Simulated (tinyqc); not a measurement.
Mass and g factor above the band edge: five-level k.p model folded onto the conduction band.

Second-order sums for the lowest conduction level at E: 1/m = 1 + Cm + (Ep/3)(2/E + 1/(E + Dso)) - (Ep2/3)(2/(E7 + D2 - E) + 1/(E7 - E)); g/2 = 1 + Cg - (Ep/3)(1/E - 1/(E + Dso)) - (Ep2/3)(1/(E7 - E) - 1/(E7 + D2 - E)). E is counted from the top of the valence band; E = Eg at the edge.

Parameters, chosen for this exercise (near those of GaAs; the results hold for these values, not for the real material): Eg = 1.557 eV (gap at Gamma to the s-like level); Dso = 0.354 eV (spin-orbit splitting); Ep = 26.5 eV (Kane energy); E7 = 4.52 eV (upper Gamma7 conduction level, from the valence top); D2 = 0.16 eV (its spin-orbit splitting, Gamma8 above Gamma7); Ep2 = 1.1 eV (Kane energy to the upper levels); Cm = -1.7 (remote term in 1/m); Cg = -0.02 (remote term in g/2).

The sums are evaluated at E = Eg + dE, as is done for confined or hot electrons.

Results:
```
dE (meV)    m(E)    g(E)  m(E)/m(Eg)  1 + dE/Eg
0         0.0671  -0.155      1.0000     1.0000
20        0.0680  -0.107      1.0132     1.0128
100       0.0715   0.070      1.0663     1.0642
150       0.0738   0.168      1.0997     1.0963
200       0.0760   0.259      1.1334     1.1285
300       0.0806   0.421      1.2014     1.1927
```

Give the missing row, dE (meV) = 50.

Computed row:
```
dE (meV)    m(E)    g(E)  m(E)/m(Eg)  1 + dE/Eg
50        0.0693  -0.038      1.0330     1.0321
```

Over 300 meV the mass grows by 20.1 %, against 19.3 % for two levels alone, and g moves from -0.155 to 0.421, crossing zero near dE = 68 meV.

tinyqc: `OMP_NUM_THREADS=1 python tinyqc.py 1051559 1051560 out.jsonl`; about 0.01 s, one thread, shared Intel(R) Xeon(R) Processor @ 2.30GHz.
